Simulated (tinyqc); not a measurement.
Geometry optimisation on the RHF/sto-6g surface (energies and gradients from PySCF), for H3+, spin multiplicity 1, step by step. Computed by tinyqc, a small Python program that keeps every step (integrals from PySCF). Settings: charge = 1, multiplicity = 1, basis = sto-6g, optimiser = bfgs, first Hessian = 0.6, largest step = 0.3, iteration cap = 30. Command: `OMP_NUM_THREADS=1 python tinyqc.py 27920 27921 out.jsonl` (the two numbers bound the seeds that draw the settings). One thread of a shared host (Intel(R) Xeon(R) Processor @ 2.60GHz), about 0.8 s of CPU time with the checks.

## Step 1: energy and gradient

positions at the start (bohr), order 1H, 2H, 3H:
$$\begin{pmatrix}
-0.0359 & -0.0416 & -0.0359 \\
-0.0321 & 0.0208 & 1.7952 \\
0.0265 & -0.0661 & -1.8482
\end{pmatrix}$$

Self-consistent energy and analytic gradient at these positions.

energy = -1.202545 hartree

gradient (hartree/bohr), order 1H, 2H, 3H:
$$\begin{pmatrix}
-0.000785 & -0.000481 & -0.001211 \\
-0.000323 & 0.001320 & 0.045653 \\
0.001108 & -0.000839 & -0.044442
\end{pmatrix}$$

## Step 1: move

Quasi-Newton step p = -H^(-1) g (first H = 0.6 times the unit matrix); steps longer than 0.3 bohr are cut back.

positions after step 1 (bohr), order 1H, 2H, 3H:
$$\begin{pmatrix}
-0.0346 & -0.0408 & -0.0339 \\
-0.0316 & 0.0186 & 1.7192 \\
0.0246 & -0.0647 & -1.7741
\end{pmatrix}$$

## Step 2: energy and gradient

As before.

energy = -1.208409 hartree

gradient (hartree/bohr), order 1H, 2H, 3H:
$$\begin{pmatrix}
-0.000290 & -0.000204 & -0.001253 \\
-0.000367 & 0.000882 & 0.033089 \\
0.000657 & -0.000678 & -0.031836
\end{pmatrix}$$

## Step 2: move

inverse Hessian in use (bohr^2/hartree):
```
         1        2        3        4        5        6        7        8
1   1.6667   0.0000   0.0010   0.0003  -0.0005  -0.0197  -0.0003   0.0004
2   0.0000   1.6667   0.0006   0.0002  -0.0003  -0.0138  -0.0002   0.0003
3   0.0010   0.0006   1.6696   0.0008  -0.0023  -0.0843  -0.0018   0.0017
4   0.0003   0.0002   0.0008   1.6669  -0.0007  -0.0247  -0.0005   0.0005
5  -0.0005  -0.0003  -0.0023  -0.0007   1.6682   0.0595   0.0012  -0.0012
6  -0.0197  -0.0138  -0.0843  -0.0247   0.0595   3.8974   0.0443  -0.0457
7  -0.0003  -0.0002  -0.0018  -0.0005   0.0012   0.0443   1.6675  -0.0009
8   0.0004   0.0003   0.0017   0.0005  -0.0012  -0.0457  -0.0009   1.6676
9   0.0187   0.0132   0.0814   0.0238  -0.0572  -2.1464  -0.0425   0.0440

         9
1   0.0187
2   0.0132
3   0.0814
4   0.0238
5  -0.0572
6  -2.1464
7  -0.0425
8   0.0440
9   3.7316
```

Quasi-Newton step p = -H^(-1) g (the inverse Hessian comes from BFGS updates; coordinates in the order x, y, z of each atom); steps longer than 0.3 bohr are cut back.

positions after step 2 (bohr), order 1H, 2H, 3H:
$$\begin{pmatrix}
-0.0329 & -0.0396 & -0.0264 \\
-0.0294 & 0.0133 & 1.5216 \\
0.0207 & -0.0607 & -1.5840
\end{pmatrix}$$

## Step 3: energy and gradient

As before.

energy = -1.212476 hartree

gradient (hartree/bohr), order 1H, 2H, 3H:
$$\begin{pmatrix}
0.001426 & 0.000876 & 0.002263 \\
-0.000478 & -0.000832 & -0.017126 \\
-0.000948 & -0.000044 & 0.014863
\end{pmatrix}$$

## Step 3: move

inverse Hessian in use (bohr^2/hartree):
```
         1        2        3        4        5        6        7        8
1   1.6662  -0.0003  -0.0005   0.0000   0.0004   0.0118   0.0004  -0.0001
2  -0.0003   1.6665  -0.0003   0.0000   0.0002   0.0061   0.0002  -0.0001
3  -0.0005  -0.0003   1.6659   0.0005  -0.0002  -0.0164   0.0000   0.0005
4   0.0000   0.0000   0.0005   1.6670  -0.0006  -0.0247  -0.0004   0.0006
5   0.0004   0.0002  -0.0002  -0.0006   1.6671   0.0250   0.0002  -0.0007
6   0.0118   0.0061  -0.0164  -0.0247   0.0250   2.8480   0.0129  -0.0311
7   0.0004   0.0002   0.0000  -0.0004   0.0002   0.0129   1.6667  -0.0004
8  -0.0001  -0.0001   0.0005   0.0006  -0.0007  -0.0311  -0.0004   1.6674
9  -0.0113  -0.0058   0.0171   0.0242  -0.0247  -1.1649  -0.0128   0.0305

         9
1  -0.0113
2  -0.0058
3   0.0171
4   0.0242
5  -0.0247
6  -1.1649
7  -0.0128
8   0.0305
9   2.8145
```

As before.

positions after step 3 (bohr), order 1H, 2H, 3H:
$$\begin{pmatrix}
-0.0349 & -0.0408 & -0.0307 \\
-0.0294 & 0.0155 & 1.5878 \\
0.0227 & -0.0616 & -1.6459
\end{pmatrix}$$

## Convergence

Stop when the largest gradient component is below 3e-5 hartree/bohr. The inverse Hessian follows the BFGS update with s = step, y = change of gradient.

Course of the optimisation:
```
step  E (hartree)  largest gradient (hartree/bohr)
1       -1.202545                         4.57e-02
2       -1.208409                         3.31e-02
3       -1.212476                         1.71e-02
4       -1.213272                         3.39e-03
5       -1.213310                         9.99e-04
6       -1.213314                         1.10e-03
7       -1.213363                         3.11e-03
8       -1.213467                         4.67e-03
9       -1.213779                         6.89e-03
10      -1.215016                         1.26e-02
11      -1.221272                         1.95e-02
12      -1.229752                         2.86e-02
13      -1.235084                         4.77e-02
14      -1.237348                         5.14e-02
15      -1.243112                         4.63e-02
16      -1.248449                         3.40e-02
17      -1.252724                         1.22e-02
18      -1.253182                         7.73e-03
19      -1.253670                         3.19e-03
20      -1.253727                         8.21e-04
21      -1.253729                         2.59e-05
```

Final distances (angstrom):
```
pair   distance
2H-1H    0.9648
3H-1H    0.9646
3H-2H    0.9646
```

Converged in 21 steps.
